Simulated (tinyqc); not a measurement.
Inputs raised by 2 %, one at a time: sputter depth profiling of a dopant layer: erosion rate, quantification and the mixing-roughness response. Computed by tinyqc, a small Python program. Command: `OMP_NUM_THREADS=1 python tinyqc.py 3021901 3021902 out.jsonl sims sens`. One thread of a shared host (Intel(R) Xeon(R) Processor @ 2.30GHz), about 0.2 s of CPU time with the checks.

A rastered ion beam erodes silicon (49.94 atoms per nm^3). The measured profile is the true one convolved with a depth response.

Inputs (values chosen for the exercise, modelled on a dopant in silicon under an oxygen or caesium beam):

| quantity | value | unit |
|---|---|---|
| beam energy E | 1.8 | keV |
| beam current | 220 | nA |
| raster side | 500 | um |
| sputter yield at 1 keV | 0.81 | - |
| mixing length at 1 keV | 2.1 | nm |
| roughness sigma | 1.4 | nm |
| depth of the top edge z0 | 31 | nm |
| box width b | 2.5 | nm |
| box concentration C | 2e+20 | 1/cm^3 |
| relative sensitivity factor RSF | 4.2e+21 | 1/cm^3 |
| matrix count rate | 750000 | 1/s |
| background count rate | 1.6 | 1/s |
| counting time per point | 2 | s |
| level that defines the junction C_B | 6e+16 | 1/cm^3 |

True profile: box.

Constants: e = 1.602176634e-19 C.

Method:
- Scaling chosen for the exercise: yield Y = Y1 E^0.5, mixing length w = w1 E^0.5 (E in keV).
- Erosion rate = Y I/(e x raster^2 x density); depth step = rate x counting time; concentration = RSF x counts/matrix counts; detection limit = RSF x 3 sqrt(background x time)/(matrix rate x time).
- Mixing alone turns a layer at z0 into (1/w) exp(-(z - z0 + w)/w) for z > z0 - w; roughness adds a Gaussian of width sigma. With x = z - z0 + w: g(x) = (1/(2w)) exp(sigma^2/(2 w^2) - x/w) erfc((sigma/w - x/sigma)/sqrt2), and its integral G(x) = (1/2) erfc(-x/(sigma sqrt2)) - w g(x). Measured: C [G(x) - G(x - b)].
- Find the maximum, the full width at half maximum and the deep point where the profile falls to C_B; far down, the trailing edge decays by w ln(10) per decade.
- Convolution adds means and variances: the response has mean 0 (shift -w plus exponential mean w) and variance w^2 + sigma^2; a box adds the mean b/2 and the variance b^2/12.

Runs:

| input moved | from | to | peak concentration (1/cm^3) | apparent junction depth (nm) | erosion rate (nm/s) | standard deviation (nm) |
|---|---|---|---|---|---|---|
| base run | - | - | 7.9365e+19 | 52.390 | 0.11952 | 3.2278 |
| beam energy E (keV) | 1.8 | 1.836 | 7.9005e+19 | 52.553 | 0.12071 | 3.2523 |
| mixing length at 1 keV (nm) | 2.1 | 2.142 | 7.8644e+19 | 52.718 | 0.11952 | 3.2771 |
| roughness sigma (nm) | 1.4 | 1.428 | 7.8702e+19 | 52.404 | 0.11952 | 3.2401 |
| box width b (nm) | 2.5 | 2.55 | 8.0754e+19 | 52.474 | 0.11952 | 3.2311 |
| level that defines the junction C_B (1/cm^3) | 6e+16 | 6.12e+16 | 7.9365e+19 | 52.334 | 0.11952 | 3.2278 |
| box concentration C (1/cm^3) | 2e+20 | 2.04e+20 | 8.0952e+19 | 52.446 | 0.11952 | 3.2278 |
| beam current (nA) | 220 | 224.4 | 7.9365e+19 | 52.390 | 0.12191 | 3.2278 |

Exponents ln(y'/y) / ln(x'/x):

| input | peak concentration | apparent junction depth | erosion rate | standard deviation |
|---|---|---|---|---|
| beam energy E | -0.230 | 0.157 | 0.5 | 0.382 |
| mixing length at 1 keV | -0.461 | 0.316 | 0.0 | 0.765 |
| roughness sigma | -0.424 | 0.014 | 0.0 | 0.191 |
| box width b | 0.876 | 0.081 | 0.0 | 0.051 |
| level that defines the junction C_B | 0.000 | -0.054 | 0.0 | 0.000 |
| box concentration C | 1.000 | 0.054 | 0.0 | 0.000 |
| beam current | 0.000 | 0.000 | 1.0 | 0.000 |

Which inputs matter most for each result?

Among the inputs moved here: peak concentration answers most in size to box concentration C (exponent +1.000), next to box width b (+0.876); its exponent is below 0.0005 for level that defines the junction C_B, beam current. Its exponent +1.000 in box concentration C: convolution is linear. Apparent junction depth answers most in size to mixing length at 1 keV (exponent +0.316), next to beam energy E (+0.157); its exponent is below 0.0005 for beam current. Erosion rate answers most in size to beam current (exponent +1.000), next to beam energy E (+0.500); its exponent is below 0.0005 for mixing length at 1 keV, roughness sigma, box width b, level that defines the junction C_B, box concentration C. Its exponent +0.500 in beam energy E: the chosen yield law. Standard deviation answers most in size to mixing length at 1 keV (exponent +0.765), next to beam energy E (+0.382); its exponent is below 0.0005 for level that defines the junction C_B, box concentration C, beam current.

Extremes, crossings and ranges named in words are read from the listed rows.
